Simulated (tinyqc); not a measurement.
# Vertical double-diffused power MOSFET, components of the on-resistance: two studies

Stripe cells of pitch Wp + a, two channels a cell. Current flows through the channels, spreads in the accumulation layer, passes the gap between the p bodies and spreads at 45 degrees into the drift layer below them. Low drain voltage, full ionisation.

Parameters, values chosen for the exercise; bulk values close to those of gallium nitride:
```
symbol,value,unit,meaning
T,300,K,temperature
eps_r,9.44,,relative permittivity
Kc,26400,V/cm per (cm^-3)^(1/8),critical-field constant
BV,1700,V,rated breakdown voltage of the drift layer
mud,923,cm^2/(V s),drift mobility at 300 K
bt,2.1,,temperature exponent of the drift mobility
tox,36,nm,gate oxide thickness (eps_r 3.9)
Vov,10,V,gate overdrive
mch,20,cm^2/(V s),channel mobility
mac,66,cm^2/(V s),accumulation-layer mobility
Lc,1,um,channel length
Wp,5.3,um,"width of the p body in one cell, channels included"
a,2.7,um,gap between neighbouring p bodies
xp,0.9,um,depth of the p body
Nj,1,,doping of the gap over the drift doping
Vbi,3.14,V,built-in voltage of the body junction
Rs,0.23,mohm cm^2,substrate and contact resistance
```

Constants: q = 1.602176634e-19 C, eps0 = 8.8541878128e-14 F/cm where lengths are in cm. Results are converted to the units shown.

Each table varies one quantity; the others keep the values above.

## On-resistance against the width of the p body in one cell

Triangular field at breakdown with Ec = Kc N^(1/8): BV = eps0 eps_r Ec^2/(2 q N), so N = (eps0 eps_r Kc^2/(2 q BV))^(4/3); W = 2 BV/Ec; mu = mud (T/300 K)^(-bt); rho = 1/(q mu N); ideal resistance rho W. Pitch p = Wp + a, Cox = 3.9 eps0/tox; zero-bias depletion in the gap w0 = sqrt(2 eps0 eps_r Vbi/(q N Nj)), open gap g = a - 2 w0; R_ch = Lc p/(2 mch Cox Vov); R_acc = 0.6 a p/(4 mac Cox Vov), 0.6 being an empirical factor for current leaving the layer along its length; R_gap = (rho/Nj) xp p/g; spreading depth t = min(W, (p - g)/2); R_drift = (rho p/2) ln((g + 2 t)/g) + rho (W - t); R_on = the sum with Rs.

The same in every row: ideal (mohm cm^2) = 0.7875.

On-resistance against the width of the p body in one cell:
```
Wp (um)  R_ch (mohm cm^2)  R_acc (mohm cm^2)  R_gap (mohm cm^2)  R_drift (mohm cm^2)  R_on (mohm cm^2)  largest term
2.6                 1.381             0.3391             0.1837               0.8690             3.003       channel
3.3                 1.564             0.3838             0.2080               0.8962             3.282       channel
4.2                 1.798             0.4414             0.2392               0.9349             3.644       channel
5.3                 2.085             0.5118             0.2773               0.9871             4.091       channel
6.8                 2.476             0.6077             0.3293                1.066             4.709       channel
8.7                 2.971             0.7293             0.3952                1.176             5.501       channel
11                  3.571             0.8764             0.4749                1.322             6.474       channel
14                  4.353              1.068             0.5789                1.530             7.760       channel
```

R_on rises from 3.00 to 7.76 mohm cm^2. The channel term is the largest at Wp = 2.6 and in all other rows. R_on is 3.81 times the ideal drift resistance in the first row and 9.85 times in the last.

## On-resistance against the rated breakdown voltage of the drift layer

Same model as above.

The same in every row: R_ch (mohm cm^2) = 2.085; R_acc (mohm cm^2) = 0.5118.

Results:
```
BV (V)  R_gap (mohm cm^2)  R_drift (mohm cm^2)  R_on (mohm cm^2)  ideal (mohm cm^2)  largest term
300               0.01871              0.02173             2.867            0.01030       channel
800               0.07997               0.1760             3.083             0.1196       channel
1300               0.1745               0.5278             3.529             0.4027       channel
2100               0.4099                1.629             4.866              1.336       channel
3500                1.256                5.612             9.695              4.790         drift
5600                7.893                18.42             29.14              15.51         drift
```

Estimate the missing row, BV = 490 V.

Computed row:
```
BV (V)  R_gap (mohm cm^2)  R_drift (mohm cm^2)  R_on (mohm cm^2)  ideal (mohm cm^2)  largest term
490               0.03814              0.06144             2.926            0.03513       channel
```

With this row back in the table: R_on rises from 2.87 to 29.1 mohm cm^2. The channel term is the largest at BV = 300, the drift term from 3500 on. R_on is 278 times the ideal drift resistance in the first row and 1.88 times in the last. The ideal resistance goes as BV^(2.50), and R_on as BV^(2.34) between the last two rows.

tinyqc, about 0.01 s, one thread, Intel Xeon 2.30GHz (shared host): `OMP_NUM_THREADS=1 python tinyqc.py 2230153 2230154 out.jsonl`
